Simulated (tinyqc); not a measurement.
Worked calculation: MP2 on RHF in the sto-3g basis, frozen core, for BeH2, spin multiplicity 1. One step of it, computed by the program tinyqc.

Task: Iteration 1: building the Fock matrix. J_ij = sum D_kl (ij|kl), K_ij = sum D_kl (ik|jl); F = H + J - 0.5 K; E = tr D H + tr D J / 2 - 0.25 tr D K + E_nn.

D at the start:
```
            1Be 1s     1Be 2s   1Be 2px    1Be 2py   1Be 2pz      2H 1s      3H 1s
1Be 1s    2.042499  -0.180705  0.000000   0.002025  0.000000  -0.199114  -0.198327
1Be 2s   -0.180705   0.850076  0.000000  -0.008111  0.000000   0.484747   0.486293
1Be 2px   0.000000   0.000000  0.000000   0.000000  0.000000   0.000000   0.000000
1Be 2py   0.002025  -0.008111  0.000000   0.882929  0.000000   0.421233  -0.422768
1Be 2pz   0.000000   0.000000  0.000000   0.000000  0.000000   0.000000   0.000000
2H 1s    -0.199114   0.484747  0.000000   0.421233  0.000000   0.486461   0.080165
3H 1s    -0.198327   0.486293  0.000000  -0.422768  0.000000   0.080165   0.480704
```

core Hamiltonian H = T + V (hartree):
```
            1Be 1s     1Be 2s    1Be 2px    1Be 2py    1Be 2pz      2H 1s      3H 1s
1Be 1s   -8.506243  -2.098122   0.000000  -0.000285   0.000000  -0.291136  -0.278612
1Be 2s   -2.098122  -2.724636   0.000000  -0.002005   0.000000  -0.876541  -0.854525
1Be 2px   0.000000   0.000000  -2.201439   0.000000   0.000000   0.000000   0.000000
1Be 2py  -0.000285  -0.002005   0.000000  -2.366595   0.000000  -0.995976   0.976110
1Be 2pz   0.000000   0.000000   0.000000   0.000000  -2.201439   0.000000   0.000000
2H 1s    -0.291136  -0.876541   0.000000  -0.995976   0.000000  -1.909598  -0.033966
3H 1s    -0.278612  -0.854525   0.000000   0.976110   0.000000  -0.033966  -1.894429
```

Two-electron integrals (ij|kl) in chemists' order, unique and non-zero (hartree):
```
(11|11) 2.298831    (21|11) 0.392036    (21|21) 0.079539    (22|11) 0.570988
(22|21) 0.143041    (22|22) 0.417683    (31|31) 0.014607    (32|31) 0.021888
(32|32) 0.092265    (33|11) 0.569578    (33|21) 0.143083    (33|22) 0.417589
(33|33) 0.449859    (41|41) 0.014607    (42|41) 0.021888    (42|42) 0.092265
(43|43) 0.024249    (44|11) 0.569578    (44|21) 0.143083    (44|22) 0.417589
(44|33) 0.401360    (44|44) 0.449859    (51|51) 0.014607    (52|51) 0.021888
(52|52) 0.092265    (53|53) 0.024249    (54|54) 0.024249    (55|11) 0.569578
(55|21) 0.143083    (55|22) 0.417589    (55|33) 0.401360    (55|44) 0.401360
(55|55) 0.449859    (61|11) 0.052930    (61|21) 0.010732    (61|22) 0.019473
(61|33) 0.019344    (61|41) 0.000945    (61|42) 0.001790    (61|44) 0.019742
(61|55) 0.019344    (61|61) 0.001517    (62|11) 0.149844    (62|21) 0.038203
(62|22) 0.124475    (62|33) 0.119509    (62|41) 0.004947    (62|42) 0.032386
(62|44) 0.134290    (62|55) 0.119509    (62|61) 0.005703    (62|62) 0.059242
(63|31) 0.003208    (63|32) 0.015710    (63|43) 0.005362    (63|63) 0.004879
(64|11) 0.169237    (64|21) 0.043615    (64|22) 0.148666    (64|33) 0.139933
(64|41) 0.007908    (64|42) 0.049948    (64|44) 0.165978    (64|55) 0.139933
(64|61) 0.006748    (64|62) 0.079800    (64|64) 0.110064    (65|51) 0.003208
(65|52) 0.015710    (65|54) 0.005362    (65|65) 0.004879    (66|11) 0.320662
(66|21) 0.083098    (66|22) 0.304685    (66|33) 0.283344    (66|41) 0.011576
(66|42) 0.100968    (66|44) 0.347049    (66|55) 0.283344    (66|61) 0.012599
(66|62) 0.190708    (66|64) 0.270763    (66|66) 0.774606    (71|11) 0.050654
(71|21) 0.010271    (71|22) 0.018636    (71|33) 0.018513    (71|41) -0.000905
(71|42) -0.001715   (71|44) 0.018892    (71|55) 0.018513    (71|61) 0.001327
(71|62) 0.004608    (71|64) 0.005110    (71|66) 0.009978    (71|71) 0.001390
(72|11) 0.145664    (72|21) 0.037147    (72|22) 0.121320    (72|33) 0.116460
(72|41) -0.004804   (72|42) -0.031644   (72|44) 0.130925    (72|55) 0.116460
(72|61) 0.004683    (72|62) 0.027637    (72|64) 0.030777    (72|66) 0.065008
(72|71) 0.005307    (72|72) 0.056710    (73|31) 0.003091    (73|32) 0.015201
(73|43) -0.005216   (73|63) 0.001673    (73|73) 0.004617    (74|11) -0.165345
(74|21) -0.042618   (74|22) -0.145556   (74|33) -0.137021   (74|41) 0.007667
(74|42) 0.048761    (74|44) -0.162476   (74|55) -0.137021   (74|61) -0.005223
(74|62) -0.030971   (74|64) -0.033883   (74|66) -0.073039   (74|71) -0.006305
(74|72) -0.076663   (74|74) 0.106038    (75|51) 0.003091    (75|52) 0.015201
(75|54) -0.005216   (75|65) 0.001673    (75|75) 0.004617    (76|11) 0.005703
(76|21) 0.001412    (76|22) 0.004008    (76|33) 0.003960    (76|41) -1.48e-06
(76|42) -0.000009   (76|44) 0.004100    (76|55) 0.003960    (76|61) 0.000193
(76|62) 0.001217    (76|64) 0.001468    (76|66) 0.003033    (76|71) 0.000184
(76|72) 0.001194    (76|74) -0.001450   (76|76) 0.000039    (77|11) 0.316882
(77|21) 0.082128    (77|22) 0.301846    (77|33) 0.280817    (77|41) -0.011323
(77|42) -0.099623   (77|44) 0.343577    (77|55) 0.280817    (77|61) 0.010314
(77|62) 0.066188    (77|64) 0.073933    (77|66) 0.159774    (77|71) 0.011904
(77|72) 0.186227    (77|74) -0.265149   (77|76) 0.003033    (77|77) 0.774606
```

nuclear repulsion = 2.71628060 hartree

Give: Coulomb J; exchange K; Fock matrix F; total energy of this density.

Result:

Coulomb J (hartree):
```
         1Be 1s  1Be 2s  1Be 2px  1Be 2py  1Be 2pz   2H 1s    3H 1s
1Be 1s   6.3793  1.2376   0.0000   0.0002   0.0000  0.1684   0.1611
1Be 2s   1.2376  2.6041   0.0000   0.0013   0.0000  0.8145   0.7934
1Be 2px  0.0000  0.0000   2.5423   0.0000   0.0000  0.0000   0.0000
1Be 2py  0.0002  0.0013   0.0000   2.7179   0.0000  0.9935  -0.9717
1Be 2pz  0.0000  0.0000   0.0000   0.0000   2.5423  0.0000   0.0000
2H 1s    0.1684  0.8145   0.0000   0.9935   0.0000  2.1719   0.0258
3H 1s    0.1611  0.7934   0.0000  -0.9717   0.0000  0.0258   2.1526
```

exchange K (hartree):
```
         1Be 1s  1Be 2s  1Be 2px  1Be 2py  1Be 2pz   2H 1s    3H 1s
1Be 1s   4.6166  0.8280   0.0000   0.0000   0.0000  0.1115   0.1065
1Be 2s   0.8280  0.8706   0.0000   0.0011   0.0000  0.4947   0.4866
1Be 2px  0.0000  0.0000   0.1631   0.0000   0.0000  0.0000   0.0000
1Be 2py  0.0000  0.0011   0.0000   0.9635   0.0000  0.5737  -0.5643
1Be 2pz  0.0000  0.0000   0.0000   0.0000   0.1631  0.0000   0.0000
2H 1s    0.1115  0.4947   0.0000   0.5737   0.0000  0.9325   0.0103
3H 1s    0.1065  0.4866   0.0000  -0.5643   0.0000  0.0103   0.9173
```

Fock matrix F (hartree):
```
          1Be 1s   1Be 2s  1Be 2px  1Be 2py  1Be 2pz    2H 1s    3H 1s
1Be 1s   -4.4352  -1.2745   0.0000  -0.0001   0.0000  -0.1785  -0.1708
1Be 2s   -1.2745  -0.5558   0.0000  -0.0013   0.0000  -0.3094  -0.3044
1Be 2px   0.0000   0.0000   0.2593   0.0000   0.0000   0.0000   0.0000
1Be 2py  -0.0001  -0.0013   0.0000  -0.1305   0.0000  -0.2893   0.2866
1Be 2pz   0.0000   0.0000   0.0000   0.0000   0.2593   0.0000   0.0000
2H 1s    -0.1785  -0.3094   0.0000  -0.2893   0.0000  -0.2040  -0.0134
3H 1s    -0.1708  -0.3044   0.0000   0.2866   0.0000  -0.0134  -0.2005
```

total energy of this density = -15.439832 hartree
